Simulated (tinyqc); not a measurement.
Against voltage: leakage through a gate insulator: direct, Fowler-Nordheim, trap-assisted and Poole-Frenkel currents. Computed by tinyqc, a small Python program. Command: `OMP_NUM_THREADS=1 python tinyqc.py 3014120 3014121 out.jsonl oxideleak walk`. One thread of a shared host (Intel(R) Xeon(R) Processor @ 2.30GHz), about 0.01 s of CPU time with the checks.

Electrons enter from the cathode Fermi level at x = 0; the conduction band of the insulator lies phi_b - e F x above it, F = V/t. WKB exponents use a parabolic band with mass m.

Inputs (values chosen for the exercise, with an insulator like Si3N4):

| quantity | value | unit |
|---|---|---|
| thickness t | 7.1 | nm |
| barrier phi_b | 2.01 | eV |
| tunnelling mass m | 0.44 | m_0 |
| static constant eps_ox | 7.36 | - |
| trap depth phi_t | 1 | eV |
| trap density N_t | 2.3e+18 | cm^-3 |
| attempt rate nu_0 | 2e+12 | 1/s |
| activation of capture E_a | 0.1 | eV |
| temperature T | 200 | K |

Constants: e = 1.602176634e-19 C; hbar = 1.054571817e-34 J s; hbar^2/(2 m_0) = 3.80998212 eV angstrom^2; k_B = 8.617333262e-05 eV/K.

Method:
- For a level a distance phi(x) below the band, the WKB exponent is 2 int kappa dx with kappa = sqrt(m phi/(hbar^2/2m_0)); for a linear barrier from phi_1 down to phi_2 = max(phi_1 - e F d, 0) it is G = (4/3) sqrt(m/(hbar^2/2m_0)) (phi_1^(3/2) - phi_2^(3/2))/(e F).
- J_tun = e^3 F^2/(16 pi^2 hbar m phi_b) x exp(-G) / [1 - sqrt(phi_2/phi_b)]^2 with the free-electron mass in the cathode (m in m_0), phi_2 = max(phi_b - e V, 0): direct tunnelling for e V < phi_b, Fowler-Nordheim above. Image forces, back-flow and the limit on supply are left out, so J_tun is overstated below about 0.5 V.
- A trap at depth x lies phi_t below the band. Capture: tunnel at the cathode Fermi level from 0 to x (G_in from phi_1 = phi_b), rate nu_0 exp(-G_in - E_c/k_B T) with E_c = E_a + max(phi_b - phi_t - e F x, 0), the last term being the height of the trap above the cathode Fermi level. Emission: tunnel from the trap level to the anode (G_out from phi_1 = phi_t over t - x), rate nu_0 exp(-G_out - E_a/k_B T). Re-emission to the cathode follows from detailed balance, rate_back = rate_in exp(dE/k_B T) with dE = phi_b - phi_t - e F x. Each trap passes R = rate_in rate_out/(rate_in + rate_back + rate_out) electrons per second; filling from the anode is left out.
- J_TAT = e N_t int_0^t R dx by the midpoint rule on 400 intervals; the most effective depth is the midpoint with the largest R, rounded to 0.01 nm.

Currents:

| V (V) | F (MV/cm) | J_tun (A/cm^2) | J_TAT (A/cm^2) | best depth (nm) |
|---|---|---|---|---|
| 0.85 | 1.197 | 2.1451e-19 | 9.2999e-27 | 2.88 |
| 1.72 | 2.423 | 3.5113e-15 | 6.0921e-14 | 4.16 |
| 2.59 | 3.648 | 9.8401e-09 | 5.1850e-09 | 2.78 |
| 3.46 | 4.873 | 1.2878e-04 | 1.5141e-06 | 2.09 |
| 4.33 | 6.099 | 4.1373e-02 | 4.6139e-05 | 1.66 |
| 5.20 | 7.324 | 2.0613e+00 | 4.6313e-04 | 1.39 |
| 6.07 | 8.549 | 3.5150e+01 | 2.5389e-03 | 1.18 |
| 6.94 | 9.775 | 3.0516e+02 | 9.5944e-03 | 1.04 |
| 7.81 | 11.000 | 1.6834e+03 | 2.8729e-02 | 0.93 |

What follows from these numbers?

The larger current changes between 0.85 and 1.72 V (to J_TAT) and between 1.72 and 2.59 V (to J_tun). Over the range J_tun grows by 21.9 decades and J_TAT by 24.5. The highest rows may lie beyond breakdown.

Extremes, crossings and ranges named in words are read from the listed rows.
